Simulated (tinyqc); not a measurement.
Deep level with several charge states, and Shockley-Read-Hall recombination: one step. Recombination through one level. Three cases, with inputs chosen for the exercise.

Problem. Evaluate each quantity.

One level at Et with degeneracy 1: tn = 1/(sn vth Nt), tp = 1/(sp_ vth Nt), n1 = Nc exp((Et - Eg)/kT), p1 = Nv exp(-Et/kT), ni^2 = n1 p1. Equilibrium n0 = Nm, p0 = ni^2/Nm; n = n0 + dn, p = p0 + dn. U = (n p - ni^2)/(tp (n + n1) + tn (p + p1)), lifetime dn/U; emission rates en = sn vth n1, ep = sp_ vth p1.

Constants: kB = 8.617333262e-05 eV/K.

Give: tn, tp; n1, p1; U; lifetime.

Case 1.

Values chosen (gap and densities of states near those of Si at this temperature; the results hold for these values, not for the real material): Eg = 1.121 eV (gap); Nc = 2.77e+19 1/cm^3 (conduction-band density of states); Nv = 1.13e+19 1/cm^3 (valence-band density of states); T = 300 K; Et = 0.718 eV (recombination level above Ev); Nt = 1e+16 1/cm^3 (defects); sn = 7.5e-15 cm^2 (electron capture cross-section); sp_ = 1.8e-16 cm^2 (hole capture cross-section); vth = 19000000 cm/s (thermal velocity, both carriers); Nm = 1e+17 1/cm^3 (equilibrium electrons for the lifetime steps); dn = 5.8e+16 1/cm^3 (excess pairs).

Solution.

tn, tp (microsecond): 0.0007018  0.02924

n1, p1 (1/cm^3): 4.70e+12  9.80e+06

U = 1.97e+24 1/(cm^3 s)
lifetime = 0.0295 microsecond

The lifetime is 1.009 times the minority capture time tp and 0.985 times tn + tp, the limit of high injection.

Case 2.

Values chosen (gap and densities of states near those of GaN at this temperature; the results hold for these values, not for the real material): Eg = 3.435 eV (gap); Nc = 2.26e+18 1/cm^3 (conduction-band density of states); Nv = 4.57e+19 1/cm^3 (valence-band density of states); T = 300 K; Et = 1.852 eV (recombination level above Ev); Nt = 3.1e+15 1/cm^3 (defects); sn = 7.7e-15 cm^2 (electron capture cross-section); sp_ = 3.5e-16 cm^2 (hole capture cross-section); vth = 13000000 cm/s (thermal velocity, both carriers); Nm = 3.1e+16 1/cm^3 (equilibrium electrons for the lifetime steps); dn = 7.9e+12 1/cm^3 (excess pairs).

Solution.

tn, tp (microsecond): 0.003223  0.07090

n1, p1 (1/cm^3): 5.77e-09  3.53e-12

U = 1.11e+20 1/(cm^3 s)
lifetime = 0.0709 microsecond

The lifetime is 1.000 times the minority capture time tp and 0.957 times tn + tp, the limit of high injection.

Case 3.

Values chosen (gap and densities of states near those of SiC at this temperature; the results hold for these values, not for the real material): Eg = 3.24 eV (gap); Nc = 1.84e+19 1/cm^3 (conduction-band density of states); Nv = 3.09e+19 1/cm^3 (valence-band density of states); T = 300 K; Et = 2.066 eV (recombination level above Ev); Nt = 5.4e+13 1/cm^3 (defects); sn = 1.5e-14 cm^2 (electron capture cross-section); sp_ = 1.4e-14 cm^2 (hole capture cross-section); vth = 22000000 cm/s (thermal velocity, both carriers); Nm = 1.8e+16 1/cm^3 (equilibrium electrons for the lifetime steps); dn = 6.5e+13 1/cm^3 (excess pairs).

Solution.

tn, tp (microsecond): 0.05612  0.06013

n1, p1 (1/cm^3): 0.349  6.06e-16

U = 1.08e+21 1/(cm^3 s)
lifetime = 0.0603 microsecond

The lifetime is 1.003 times the minority capture time tp and 0.519 times tn + tp, the limit of high injection.

Computed by tinyqc, one run a case: `OMP_NUM_THREADS=1 python tinyqc.py N N+1 out.jsonl` with N = 1650246, 1650495, 1650597; one thread of a shared Intel(R) Xeon(R) Processor @ 2.30GHz, about 0.01 s a run at most.
